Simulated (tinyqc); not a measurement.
# All-pass ring resonator: several studies

A ring of length L = 2 pi Rr coupled to one bus waveguide: round-trip amplitude a = 10^(-al L/20), self-coupling t = sqrt(1 - k2). At detuning d from the resonance the round-trip phase is p = 2 pi d/FSR and the transmission T = (a^2 - 2 a t cos p + t^2)/(1 - 2 a t cos p + a^2 t^2). Lossless coupler, linear absorption only.

Values chosen for this exercise; values close to those of silicon waveguides: cold resonance wavelength lam = 1550 nm; ring radius Rr = 15 um; group index ng = 4.32; propagation loss al = 8.5 dB/cm; power coupling k2 = 0.035; thermo-optic change of the effective index dT = 0.00017 1/K; thermal resistance Rt = 7.2 K/mW; share of the loss that heats the ring fa = 0.78; input power Pin = 0.025 mW.

Constants: c = 299792458 m/s. Results are converted to the units shown.

Each table varies one quantity; the others keep the values above.

## Effect of the ring radius

FSR = lam^2/(ng L), finesse F = pi sqrt(a t)/(1 - a t), FWHM = FSR/F, Q = lam/FWHM, Tmin = (a - t)^2/(1 - a t)^2, power build-up k2 a^2/(1 - a t)^2, optical bandwidth c/(lam Q).

The same in every row: t = 0.9823.

Results:
```
Rr (um)	a	Q	Tmin	build-up	bandwidth (GHz)
5	0.9969	1.317e4	0.4979	81.41	14.69
13	0.9920	2.771e4	0.1448	53.07	6.979
21	0.9872	3.760e4	0.02544	37.25	5.144
34	0.9793	4.831e4	0.006377	23.27	4.004
56	0.9662	5.896e4	0.1012	12.61	3.280
90	0.9462	6.767e4	0.2631	6.297	2.858
```

Estimate the missing row, Rr = 8.1 um.

Computed row:
```
Rr (um)	a	Q	Tmin	build-up	bandwidth (GHz)
8.1	0.9950	1.955e4	0.3170	68.23	9.894
```

With this row back in the table: As Rr goes from 5 to 90 um, Q rises from 13200 to 67700, Tmin goes from 0.498 through a minimum of 0.00638 (at Rr = 34 um among the rows listed) to 0.263 and the build-up falls from 81.4 to 6.30. The ring is overcoupled (t < a) in 4 of the 7 rows; the dip is deepest where t and a cross. Bend loss, which grows for small rings, is left out.

## Effect of the power coupling

Same model as above.

The same in every row: a = 0.9908.

Results:
```
k2	t	Q	Tmin	build-up	bandwidth (GHz)
0.0023	0.9988	7.954e4	0.6054	21.20	2.432
0.0039	0.9980	7.383e4	0.4230	30.99	2.620
0.011	0.9945	5.593e4	0.06264	50.35	3.458
0.019	0.9905	4.386e4	3.833e-4	53.69	4.410
0.033	0.9834	3.174e4	0.08443	49.18	6.094
0.056	0.9716	2.169e4	0.2653	39.47	8.916
0.096	0.9508	1.382e4	0.4773	28.07	13.99
0.16	0.9165	8557	0.6537	18.60	22.60
```

Estimate the missing row, k2 = 0.0067.

Computed row:
```
k2	t	Q	Tmin	build-up	bandwidth (GHz)
0.0067	0.9966	6.558e4	0.2170	42.06	2.950
```

With this row back in the table: As k2 goes from 0.0023 to 0.16, Q falls from 79500 to 8560, Tmin goes from 0.605 through a minimum of 3.83e-4 (at k2 = 0.019 among the rows listed) to 0.654 and the build-up goes from 21.2 through a maximum of 53.7 (at k2 = 0.019 among the rows listed) to 18.6. The ring is overcoupled (t < a) in 5 of the 9 rows; the dip is deepest where t and a cross.

## Line shape, cold and heated

FSR = lam^2/(ng L). The lost power (1 - T) Pin heats the ring by Rt fa (1 - T) Pin and shifts the resonance to longer wavelength by s = (lam dT/ng) times that rise; d = dl - s. The hot columns give T for the smallest and the largest self-consistent shift.

Results:
```
dl (pm)	T, cold	roots	smallest s (pm)	T there	largest s (pm)	T there 
-76	0.9097	1	0.7598	0.9113	0.7598	0.9113
-41	0.7507	1	1.991	0.7675	1.991	0.7675
0	0.1010	1	7.136	0.1668	7.136	0.1668
15	0.3335	1	7.005	0.1820	7.005	0.1820
30	0.6247	1	3.717	0.5660	3.717	0.5660
46	0.7900	1	1.918	0.7760	1.918	0.7760
66	0.8840	1	1.020	0.8809	1.020	0.8809
91	0.9350	1	0.5630	0.9343	0.5630	0.9343
130	0.9669	1	0.2846	0.9668	0.2846	0.9668
```

Estimate the missing row, dl = -20 pm.

Computed row:
```
dl (pm)	T, cold	roots	smallest s (pm)	T there	largest s (pm)	T there 
-20	0.4452	1	4.057	0.5262	4.057	0.5262
```

With this row back in the table: The cold line has FWHM = 50.8 pm and its dip at dl = 0; heated, the deepest listed dip lies at dl = 0 pm, and the largest possible shift is 7.70 pm, 0.15 FWHM. No listed row is bistable.

Computed by the program tinyqc: `OMP_NUM_THREADS=1 python tinyqc.py 2650125 2650126 out.jsonl`, one thread of a shared Intel Xeon 2.30GHz, about 0.01 s for the whole run.
